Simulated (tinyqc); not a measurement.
## Sharing a fixed EOT between the layers

Without charge in the stack, a voltage of 0.6 V over an EOT of 0.88 nm gives F1 = (V/EOT)(3.9/e1) and F2 = F1 e1/e2; t2 = e2 (EOT/3.9 - t1/e1).

Values chosen for this exercise:
- e1 = 3.78 (relative permittivity of layer 1)
- e2 = 22.6 (relative permittivity of layer 2)

Result of one run:
```
t1 (nm)  t2 (nm)  physical thickness (nm)  drop over layer 1 (V)  drop over layer 2 (V)
0.62       1.393                    2.013                 0.4361                 0.1639
```

What becomes of these results when the thickness of layer 1, next to the semiconductor t1 is changed from 0.62 to 0.52 nm, all else the same?

Result of the changed run:
```
t1 (nm)  t2 (nm)  physical thickness (nm)  drop over layer 1 (V)  drop over layer 2 (V)
0.52       1.990                    2.510                 0.3658                 0.2342
```

The whole series:
```
t1 (nm)  t2 (nm)  physical thickness (nm)  drop over layer 1 (V)  drop over layer 2 (V)
0          5.099                    5.099                      0                 0.6000
0.1        4.502                    4.602                0.07035                 0.5297
0.21       3.844                    4.054                 0.1477                 0.4523
0.31       3.246                    3.556                 0.2181                 0.3819
0.41       2.648                    3.058                 0.2884                 0.3116
0.52       1.990                    2.510                 0.3658                 0.2342
0.62       1.393                    2.013                 0.4361                 0.1639
0.72      0.7947                    1.515                 0.5065                0.09351
```

Each 0.1 nm of layer 1 costs 0.598 nm of layer 2, so the physical thickness falls from 5.10 to 1.51 nm. The fields do not change, 7.03 MV/cm in layer 1 and 1.18 MV/cm in layer 2, and layer 1 takes half of the voltage at t1 = 0.426 nm.

Numbers from tinyqc (`OMP_NUM_THREADS=1 python tinyqc.py 2010115 2010116 out.jsonl`; about 0.01 s on one thread of a shared Intel Xeon 2.30GHz).
